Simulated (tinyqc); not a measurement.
# Off-state leakage of single and stacked transistors, step by step

tinyqc, about 0.03 s, one thread, Intel Xeon 2.30GHz (shared host): `OMP_NUM_THREADS=1 python tinyqc.py 2242156 2242157 out.jsonl` Printed values are rounded.

n-channel devices of unit width. Subthreshold current I(Vg, Vs, Vd) = I0 (T/300 K)^0.5 exp[(Vg - Vs - VT(T) - gb (Vs - Vb) + dd (Vd - Vs))/(nf Vt)] (1 - exp(-(Vd - Vs)/Vt)), VT(T) = VT - cT (T - 300 K). Gate-edge tunnelling Ig (Vd/1 V) exp(ag (Vd - 1 V)), for a gate at 0 V, and band-to-band leakage Ab u exp(-Bb/u), u = Vd - Vb + 1 V, flow at a drain held at V; both are taken as independent of T. In a stack of off transistors (all gates at 0 V) the same subthreshold current passes through each.

Inputs (values chosen for the exercise); values of the order met in bulk silicon logic transistors: temperature T = 330 K; supply voltage V = 0.7 V; threshold at 300 K, zero drain and body bias VT = 0.4 V; fall of the threshold with temperature cT = 0.7 mV/K; current at threshold at 300 K I0 = 0.8 uA/um; slope factor nf = 1.26; drain-induced lowering per volt dd = 0.14; rise of the threshold per volt of source-body bias gb = 0.19; gate-edge tunnelling current at 1 V Ig = 1e-6 uA/um; exponential slope of the gate current ag = 3.2 1/V; prefactor of band-to-band leakage at the drain Ab = 1 uA/(um V); its exponential voltage Bb = 19 V; body voltage Vb = 0 V.

Constants: q = 1.602176634e-19 C, kB = 1.380649e-23 J/K, Vt = kB T/q. Results are converted to the units shown.

## Leakage of one transistor

Vg = Vs = 0, Vd = V; effective threshold VT(T) - gb Vb - dd V.

effective threshold = 0.281 V
parts (nA/um): subthreshold 0.329515, gate edge 2.68025e-4, band-to-band 0.0237996
total = 0.353583 nA/um
shares (%): subthreshold 93.1932, gate edge 0.0758026, band-to-band 6.73098

The subthreshold part is the largest.

## Starting value

Vx = dd V/(1 + gb + 2 dd), the solution for Vx well above Vt, rounded to three decimals.

Vx at the start = 0.067 V

## Iteration 1: new Vx

Stack of two, Vx the node between them: I_low = I(0, 0, Vx), I_up = I(0, Vx, V), f = ln(I_up/I_low), f' = -(1 + gb + 2 dd)/(nf Vt) - 1/(Vt (exp(Vx/Vt) - 1)) - 1/(Vt (exp((V - Vx)/Vt) - 1)), Vx(new) = Vx - f/f'.

I_low = 0.0251472 nA/um
I_up = 0.0274032 nA/um
f = 0.0859153
f' = -44.7085 1/V
Vx after iteration 1 = 0.0689217 V

## Iteration 2: new Vx

As before.

I_low = 0.0255101 nA/um
I_up = 0.0255166 nA/um
f = 2.57109e-4
f' = -44.4445 1/V
Vx after iteration 2 = 0.0689275 V

## Iteration 3: new Vx

As before.

I_low = 0.0255112 nA/um
I_up = 0.0255112 nA/um
f = 2.20682e-9
f' = -44.4437 1/V
Vx after iteration 3 = 0.0689275 V

## Course of the iteration

Stop when the step is below 1e-11 V, or after 40 iterations.

Course of the iteration:
```
iteration  Vx before the step (V)  step (V)
1                           0.067   1.92e-3
2                       0.0689217   5.78e-6
3                       0.0689275  4.97e-11
4                       0.0689275   < 1e-15
```

Converged in 4 iterations. The subthreshold current of the stack is 0.02551 nA/um, 12.9 times less than that of one transistor (the drain leakage is unchanged); the estimate exp[dd V (1 + gb + dd)/((1 + gb + 2 dd) nf Vt)] gives 11.9.
